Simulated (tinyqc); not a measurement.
Charge pumping in an n-channel transistor: one step of the calculation.

The gate is pulsed from accumulation to inversion and back. Energies E are counted from the intrinsic level; Dit(E) = D0 [1 + b (2 E/Eg)^2]. During each edge the traps near the bands emit their carriers, and those between Eh and Ee recombine once a cycle.

Task. Pumped charge and current. Nit = integral of Dit from Eh to Ee = D0 [Ee - Eh + 4 b (Ee^3 - Eh^3)/(3 Eg^2)], Qcp = q A Nit, Icp = f Qcp.

Parameters, values chosen for the exercise; band and dielectric values close to those of silicon: band gap Eg = 1.12 eV; gate area A = 5.4 um^2; trap density at midgap D0 = 2e11 cm^-2 eV^-1; rise of the trap density towards the band edges b = 7.5; frequency f = 1.3e5 Hz.

Constants: q = 1.602176634e-19 C. Results are converted to the units shown.

Ee = 0.38619277 eV
Eh = -0.37709920 eV

Find: Nit; mean Dit; traps pumped a cycle; Icp.

Result.

Nit = 3.300e11 cm^-2
mean Dit = 4.323e11 cm^-2 eV^-1
traps pumped a cycle = 1.782e4
Icp = 371.2 pA

Range of the model: The Fermi levels of inversion and accumulation are taken to lie beyond Ee and Eh, the flat tops to fill all traps, and no geometric current is added.

Program tinyqc, `OMP_NUM_THREADS=1 python tinyqc.py 2030122 2030123 out.jsonl`; Intel Xeon 2.30GHz, shared host, one thread, about 0.01 s.
